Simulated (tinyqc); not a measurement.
Inside a calculation. Model: valence-band offset from core levels (Kraut method), with the dipole against the affinity rule.

Numbers from tinyqc (`OMP_NUM_THREADS=1 python tinyqc.py 2410003 2410004 out.jsonl`; about 0.01 s on one thread of a shared Intel Xeon 2.30GHz). Printed values are rounded.

Binding energies are counted downwards from the Fermi level. dEv > 0 means that the valence edge of B lies below that of A, dEc > 0 that the conduction edge of B lies above that of A; dEc + dEv = EgB - EgA. The spectra are made-up values treated as data.

Values chosen for this exercise; gaps and affinities close to those of In0.53Ga0.47As (A) and aluminium oxide (B):
- EgA = 0.73 eV (gap of the substrate A)
- EgB = 8.89 eV (gap of the overlayer B)
- chiA = 4.57 eV (electron affinity of A)
- chiB = 1 eV (electron affinity of B)
- cA = 85.66 eV (core level of bare A)
- cB = 67.47 eV (core level of thick B)
- vB = 2.69 eV (valence-band maximum of thick B)
- ei = 7.2 (relative permittivity inside the dipole layer)
- dd = 0.22 nm (thickness of the dipole layer)
- iA = 85.5 eV (core level of A under a thin film of B)
- iB = 69.75 eV (core level of B in that thin film)
- bg = 90 (background counts in the gap)

Constants: q = 1.602176634e-19 C, eps0 = 8.8541878128e-14 F/cm where lengths are in cm. Results are converted to the units shown.

## Valence-band maximum of bare A

| point | binding energy (eV) | counts on the leading edge |
|---|---|---|
| 0 | 0.77 | 205 |
| 1 | 0.89 | 260 |
| 2 | 1.01 | 316 |
| 3 | 1.13 | 377 |
| 4 | 1.25 | 441 |
| 5 | 1.37 | 490 |

Fit a straight line to the leading edge by least squares; the maximum vA lies where it meets the background.

slope = 483.0952 counts/eV
intercept = -168.7452 counts
vA = 0.5355988 eV

## Offsets

dEv = (iB - iA) - (cB - vB) + (cA - vA), dEc = EgB - EgA - dEv.

cA - vA = 85.12440 eV
cB - vB = 64.78 eV
iB - iA = -15.75 eV
dEv = 4.594401 eV
dEc = 3.565599 eV

The alignment is type I (straddling). Both offsets exceed 1 eV, the usual requirement for a gate dielectric. A rigid shift of all levels, by charging or doping, cancels in the differences.

## Interface dipole

The affinity rule gives dEc(0) = chiA - chiB; the dipole step is D = dEc - dEc(0), and two sheets of opposite charge dd apart hold N = eps0 ei |D|/(q dd).

dEc(0) = 3.57 eV
D = -0.004401183 eV
N = 7.960082e11 cm^-2
field in the dipole layer = 0.2000538 MV/cm

N is 0.0011 elementary charges for each of about 7e14 surface atoms per cm^2.
